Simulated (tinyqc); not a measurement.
Long-channel MOSFET, surface-potential model: effect of the temperature.

n-channel transistor on a uniformly doped p-type body, gradual-channel approximation, constant mobility, Boltzmann statistics, full ionisation. Potentials are counted from the neutral body; V is the electron quasi-Fermi potential, Vsb at the source and Vsb + Vds at the drain. Charges are magnitudes per area.

Nc and Nv are given at 300 K and scale as (T/300 K)^1.5; Eg, Vfb and mu are held fixed. ni = sqrt(Nc Nv) exp(-Eg/(2 Vt)), Eg in volts; phiF = Vt ln(Na/ni); Cox = eps0 eox/tox; gamma = sqrt(2 q eps0 eps_r Na)/Cox. The surface potential psi at channel potential V solves Vgs + Vsb - Vfb - psi = gamma sqrt(G), G = psi - Vt + Vt exp((psi - 2 phiF - V)/Vt). Charge sheet: Qi = Cox gamma [sqrt(G) - sqrt(psi - Vt)]; I = mu (W/L) [integral of Qi dpsi from psi_0 to psi_L (drift) + Vt (Qi0 - QiL) (diffusion)], with psi_0 at V = Vsb and psi_L at V = Vsb + Vds. VT = Vfb + 2 phiF + gamma sqrt(2 phiF + Vsb), m = 1 + gamma/(2 sqrt(2 phiF + Vsb)). The swing is 20 mV/log10[I(VT - 0.14 V)/I(VT - 0.16 V)] of the charge-sheet current at the given Vds.

Parameters, values chosen for the exercise; material values those of a made-up semiconductor: band gap Eg = 1.4 eV; relative permittivity of the semiconductor eps_r = 9.53; conduction-band density of states at the reference temperature Nc = 2.5e19 cm^-3; valence-band density of states at the reference temperature Nv = 2.05e19 cm^-3; acceptor density of the body Na = 5.2e16 cm^-3; relative permittivity of the gate insulator eox = 22.5; insulator thickness tox = 98 nm; flat-band voltage Vfb = -0.6 V; channel mobility mu = 630 cm^2/(V s); gate width W = 10 um; gate length L = 0.5 um; source-body reverse bias Vsb = 0.5 V; gate-source voltage Vgs = 1.68 V; drain-source voltage Vds = 2 V.

Constants: q = 1.602176634e-19 C, kB = 1.380649e-23 J/K, Vt = kB T/q, eps0 = 8.8541878128e-14 F/cm where lengths are in cm. Results are converted to the units shown.

The same in every row: gamma (V^0.5) = 0.5833.

Effect of the temperature:
```
T (K)	VT (V)	m	swing (mV/decade)	I at Vgs, Vds (uA)
220	1.345	1.225	54.22	73.33
250	1.299	1.227	61.84	94.36
280	1.252	1.230	69.54	118.7
310	1.204	1.233	77.34	146.6
340	1.155	1.236	85.23	178.1
370	1.105	1.239	93.24	213.3
400	1.054	1.242	101.4	252.4
430	1.002	1.246	109.7	295.4
```

Read the table: what changes, and by how much?

As T goes from 220 to 430 K, VT falls from 1.34 to 1.00 V, the swing rises from 54.2 to 110 mV a decade and the current rises from 73.3 to 295 uA. The swing is 1.4 % above m Vt ln 10 in the first row and 3.2 % above it in the last. In every row mu V/L, with V the smaller of Vds and (Vgs - VT)/m, passes 3e6 cm/s, so velocity saturation would lower the current. In every row the mobility is held fixed, though a real channel mobility changes with T and would alter the trend of the current.

tinyqc, about 0.03 s, one thread, Intel Xeon 2.30GHz (shared host): `OMP_NUM_THREADS=1 python tinyqc.py 2360011 2360012 out.jsonl`
